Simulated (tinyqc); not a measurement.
Inside a calculation. Method: UKS/LDA (VWN5) in the sto-3g basis, for BeH, spin multiplicity 2. One step of it, computed by the program tinyqc.

Problem. Iteration 2: building the Kohn-Sham matrix. J_ij = sum D_kl (ij|kl) with D = D(alpha) + D(beta); F = H + J + V_xc; E = tr D H + tr D J / 2 + E_xc + E_nn.

D(alpha) after iteration 1, order 1Be 1s, 1Be 2s, 1Be 2px, 1Be 2py, 1Be 2pz, 2H 1s:
$$\begin{pmatrix}
1.069398 & -0.269899 & 0.000000 & 0.000000 & 0.056586 & 0.015344 \\
-0.269899 & 1.050194 & 0.000000 & 0.000000 & -0.190829 & -0.099272 \\
0.000000 & 0.000000 & 0.000000 & 0.000000 & 0.000000 & 0.000000 \\
0.000000 & 0.000000 & 0.000000 & 0.000000 & 0.000000 & 0.000000 \\
0.056586 & -0.190829 & 0.000000 & 0.000000 & 0.047755 & 0.128389 \\
0.015344 & -0.099272 & 0.000000 & 0.000000 & 0.128389 & 0.945832
\end{pmatrix}$$

D(beta) after iteration 1, order 1Be 1s, 1Be 2s, 1Be 2px, 1Be 2py, 1Be 2pz, 2H 1s:
$$\begin{pmatrix}
0.971490 & 0.048533 & 0.000000 & 0.000000 & -0.002920 & -0.047660 \\
0.048533 & 0.014748 & 0.000000 & 0.000000 & 0.009744 & 0.103316 \\
0.000000 & 0.000000 & 0.000000 & 0.000000 & 0.000000 & 0.000000 \\
0.000000 & 0.000000 & 0.000000 & 0.000000 & 0.000000 & 0.000000 \\
-0.002920 & 0.009744 & 0.000000 & 0.000000 & 0.007945 & 0.084965 \\
-0.047660 & 0.103316 & 0.000000 & 0.000000 & 0.084965 & 0.908902
\end{pmatrix}$$

core Hamiltonian H = T + V (hartree), order 1Be 1s, 1Be 2s, 1Be 2px, 1Be 2py, 1Be 2pz, 2H 1s:
$$\begin{pmatrix}
-8.097997 & -1.992175 & 0.000000 & 0.000000 & -0.006152 & -0.061239 \\
-1.992175 & -2.332312 & 0.000000 & 0.000000 & -0.065459 & -0.326832 \\
0.000000 & 0.000000 & -1.851097 & 0.000000 & 0.000000 & 0.000000 \\
0.000000 & 0.000000 & 0.000000 & -1.851097 & 0.000000 & 0.000000 \\
-0.006152 & -0.065459 & 0.000000 & 0.000000 & -1.890245 & -0.429164 \\
-0.061239 & -0.326832 & 0.000000 & 0.000000 & -0.429164 & -1.390034
\end{pmatrix}$$

Two-electron integrals (ij|kl) in chemists' order, unique and non-zero (hartree):
```
(11|11) 2.298831   (21|11) 0.392036   (21|21) 0.079539   (22|11) 0.570988
(22|21) 0.143041   (22|22) 0.417683   (31|31) 0.014607   (32|31) 0.021888
(32|32) 0.092265   (33|11) 0.569578   (33|21) 0.143083   (33|22) 0.417589
(33|33) 0.449859   (41|41) 0.014607   (42|41) 0.021888   (42|42) 0.092265
(43|43) 0.024249   (44|11) 0.569578   (44|21) 0.143083   (44|22) 0.417589
(44|33) 0.401360   (44|44) 0.449859   (51|51) 0.014607   (52|51) 0.021888
(52|52) 0.092265   (53|53) 0.024249   (54|54) 0.024249   (55|11) 0.569578
(55|21) 0.143083   (55|22) 0.417589   (55|33) 0.401360   (55|44) 0.401360
(55|55) 0.449859   (61|11) 0.011451   (61|21) 0.002336   (61|22) 0.004281
(61|33) 0.004249   (61|44) 0.004249   (61|51) 0.000245   (61|52) 0.000463
(61|55) 0.004347   (61|61) 0.000073   (62|11) 0.055998   (62|21) 0.014383
(62|22) 0.049833   (62|33) 0.047712   (62|44) 0.047712   (62|51) 0.001783
(62|52) 0.013489   (62|55) 0.054017   (62|61) 0.000478   (62|62) 0.012303
(63|31) 0.000870   (63|32) 0.004898   (63|53) 0.001960   (63|63) 0.000717
(64|41) 0.000870   (64|42) 0.004898   (64|54) 0.001960   (64|64) 0.000717
(65|11) 0.073003   (65|21) 0.018866   (65|22) 0.067338   (65|33) 0.063747
(65|44) 0.063747   (65|51) 0.002729   (65|52) 0.020499   (65|55) 0.074435
(65|61) 0.000639   (65|62) 0.018156   (65|65) 0.027021   (66|11) 0.230856
(66|21) 0.059905   (66|22) 0.228831   (66|33) 0.216768   (66|44) 0.216768
(66|51) 0.006138   (66|52) 0.063311   (66|55) 0.252579   (66|61) 0.001968
(66|62) 0.081620   (66|65) 0.124926   (66|66) 0.774606
```

nuclear repulsion = 0.92352044 hartree

V_xc(alpha) (hartree), order 1Be 1s, 1Be 2s, 1Be 2px, 1Be 2py, 1Be 2pz, 2H 1s:
$$\begin{pmatrix}
-1.414274 & -0.207382 & 0.000000 & 0.000000 & 0.003235 & -0.005978 \\
-0.207382 & -0.294253 & 0.000000 & 0.000000 & 0.014410 & -0.051816 \\
0.000000 & 0.000000 & -0.286319 & 0.000000 & 0.000000 & 0.000000 \\
0.000000 & 0.000000 & 0.000000 & -0.286319 & 0.000000 & 0.000000 \\
0.003235 & 0.014410 & 0.000000 & 0.000000 & -0.302701 & -0.076179 \\
-0.005978 & -0.051816 & 0.000000 & 0.000000 & -0.076179 & -0.495885
\end{pmatrix}$$

V_xc(beta) (hartree), order 1Be 1s, 1Be 2s, 1Be 2px, 1Be 2py, 1Be 2pz, 2H 1s:
$$\begin{pmatrix}
-1.392339 & -0.198071 & 0.000000 & 0.000000 & 0.000319 & -0.005749 \\
-0.198071 & -0.224531 & 0.000000 & 0.000000 & -0.009810 & -0.049238 \\
0.000000 & 0.000000 & -0.216260 & 0.000000 & 0.000000 & 0.000000 \\
0.000000 & 0.000000 & 0.000000 & -0.216260 & 0.000000 & 0.000000 \\
0.000319 & -0.009810 & 0.000000 & 0.000000 & -0.235532 & -0.073784 \\
-0.005749 & -0.049238 & 0.000000 & 0.000000 & -0.073784 & -0.492517
\end{pmatrix}$$

E_xc = sum of w rho eps_xc = -3.08371083 hartree

Give: Coulomb J; F(alpha); F(beta); total energy of this density.

Solution.

Coulomb J (hartree), order 1Be 1s, 1Be 2s, 1Be 2px, 1Be 2py, 1Be 2pz, 2H 1s:
$$\begin{pmatrix}
5.6169 & 1.0443 & 0.0000 & 0.0000 & 0.0062 & 0.0309 \\
1.0443 & 2.0233 & 0.0000 & 0.0000 & 0.0952 & 0.3185 \\
0.0000 & 0.0000 & 1.9955 & 0.0000 & 0.0000 & 0.0000 \\
0.0000 & 0.0000 & 0.0000 & 1.9955 & 0.0000 & 0.0000 \\
0.0062 & 0.0952 & 0.0000 & 0.0000 & 2.0692 & 0.4527 \\
0.0309 & 0.3185 & 0.0000 & 0.0000 & 0.4527 & 2.1706
\end{pmatrix}$$

F(alpha) (hartree), order 1Be 1s, 1Be 2s, 1Be 2px, 1Be 2py, 1Be 2pz, 2H 1s:
$$\begin{pmatrix}
-3.8953 & -1.1552 & 0.0000 & 0.0000 & 0.0033 & -0.0363 \\
-1.1552 & -0.6032 & 0.0000 & 0.0000 & 0.0441 & -0.0601 \\
0.0000 & 0.0000 & -0.1419 & 0.0000 & 0.0000 & 0.0000 \\
0.0000 & 0.0000 & 0.0000 & -0.1419 & 0.0000 & 0.0000 \\
0.0033 & 0.0441 & 0.0000 & 0.0000 & -0.1237 & -0.0526 \\
-0.0363 & -0.0601 & 0.0000 & 0.0000 & -0.0526 & 0.2847
\end{pmatrix}$$

F(beta) (hartree), order 1Be 1s, 1Be 2s, 1Be 2px, 1Be 2py, 1Be 2pz, 2H 1s:
$$\begin{pmatrix}
-3.8734 & -1.1459 & 0.0000 & 0.0000 & 0.0004 & -0.0361 \\
-1.1459 & -0.5335 & 0.0000 & 0.0000 & 0.0199 & -0.0576 \\
0.0000 & 0.0000 & -0.0718 & 0.0000 & 0.0000 & 0.0000 \\
0.0000 & 0.0000 & 0.0000 & -0.0718 & 0.0000 & 0.0000 \\
0.0004 & 0.0199 & 0.0000 & 0.0000 & -0.0565 & -0.0502 \\
-0.0361 & -0.0576 & 0.0000 & 0.0000 & -0.0502 & 0.2881
\end{pmatrix}$$

total energy of this density = -14.402733 hartree
